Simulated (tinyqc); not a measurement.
Width of the well: strained quantum well: band edges, subbands and transparency.

Growth on (001), barriers unstrained: tr(e) = e (2 - nu2), Z = b e (1 + nu2); Ec = Ev + Eg + ac tr(e), E_HH = Ev + av tr(e) + Z, E_LH = Ev + av tr(e) - Z (coupling to the split-off band left out).

Masses along z: me, 1/(g1 - 2 g2) for HH, 1/(g1 + 2 g2) for LH, likewise in the barrier; in the plane me, 1/(g1 + g2) for HH and 1/(g1 - g2) for LH (no mixing, which understates the hole masses away from k = 0). Level n solves k L + 2 atan[(k/m)/(kappa/mb)] = n pi, k = sqrt(m E/c), kappa = sqrt(mb (V - E)/c), c = hbar^2/2m0.

Transparency (Bernard-Duraffourg): Fc - Fv equals the lowest transition energy with n = p, n = sum m/(2 pi c) kB T ln(1 + exp((Fc - E)/kB T)) and p likewise over the listed subbands; c = hbar^2/2m0, 1/angstrom^2 = 1e16/cm^2.

Constants: hbar^2/2m0 = 3.80998211 eV angstrom^2; kB = 8.617333262e-05 eV/K; hc = 1239.841984 eV nm.

Inputs chosen for the exercise (near those of a GaAsP/AlGaAs well; shifted at random, so the results belong to these values and not to a real crystal): e = 0.0072 (strain in the plane); nu2 = 0.917 (2 C12/C11); Eg = 1.67 eV (unstrained gap of the well); Ev = -0.894 eV (its valence edge); ac = -7.38 eV; av = 1.27 eV (Ev moves by av tr(e)); b = -1.92 eV (shear potential); Egb = 1.913 eV (gap of the barrier); Evb = -1 eV (its valence edge); me = 0.0796 m0 (electron mass); g1 = 6.39 (gamma1); g2 = 1.75 (gamma2); meb = 0.1 m0; g1b = 5.7; g2b = 1.6; T = 300 K (temperature); Ls = (25, 35, 50, 65, 85, 110, 150) angstrom (widths).

All levels anew.

Results:
```
L (angstrom),wavelength (nm),top hole,hh1 - lh1 (meV),n_tr (1e12/cm^2),share in top,n_tr/L (1e18/cm^3)
25,694,lh1,-4,1.115,0.67,4.46
35,713,lh1,-12,1.091,0.70,3.12
50,734,lh1,-23,1.061,0.77,2.12
65,747,lh1,-30,1.059,0.78,1.63
85,759,lh1,-36,1.089,0.76,1.28
110,767,lh1,-41,1.174,0.72,1.07
150,775,lh1,-46,1.361,0.64,0.91
```

The wavelength tunes by 80 nm. The sheet density at transparency changes from 1.12 to 1.36, the top hole subband holding 0.67 and 0.64 of the holes at the ends, while the volume density falls by a factor 4.9. Critical thickness and carrier escape are left out.

(tinyqc, `OMP_NUM_THREADS=1 python tinyqc.py 1280099 1280100 out.jsonl`, Intel(R) Xeon(R) Processor @ 2.30GHz, 1 thread, shared host, about 0.02 s.)
